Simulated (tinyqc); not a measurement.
Photoconductance decay in a wafer: bulk and surface recombination modes, and iron detection by pair splitting: one step, computed by the program tinyqc.

Both faces of the wafer have the same S; injection is low and all coefficients are constant. x runs from -W/2 to W/2.

Question. Effective lifetime. Even modes cos(a x) obey b tan b = S W/(2 D) with b = a W/2, odd modes sin(a x) obey -b cot b = S W/(2 D); each decays at the rate 1/tau_b + D a^2. tau_eff is the decay time of the first mode. The surface time is 1/(D a^2) of that mode; shortcuts for it are W/(2 S), W^2/(pi^2 D) and their sum, whose error is sum/surface time - 1.

Inputs (values chosen for the exercise, modelled on p-type silicon):
```
quantity                          value         unit
thickness W                         300   micrometre
diffusivity D                      28.2       cm^2/s
bulk lifetime tau_b without iron   2200  microsecond
surface recombination velocity S   2600         cm/s
```

Give: tau_eff; surface time; W/(2 S); W^2/(pi^2 D); error of the sum; tau_eff/tau_b.

Answer.

tau_eff = 8.5756 microsecond

surface time = 8.6091 microsecond

W/(2 S) = 5.7692 microsecond

W^2/(pi^2 D) = 3.2337 microsecond

error of the sum = 4.5739 %

tau_eff/tau_b = 0.0038980

tau_eff is only 0.0039 of tau_b, so it understates the bulk lifetime.
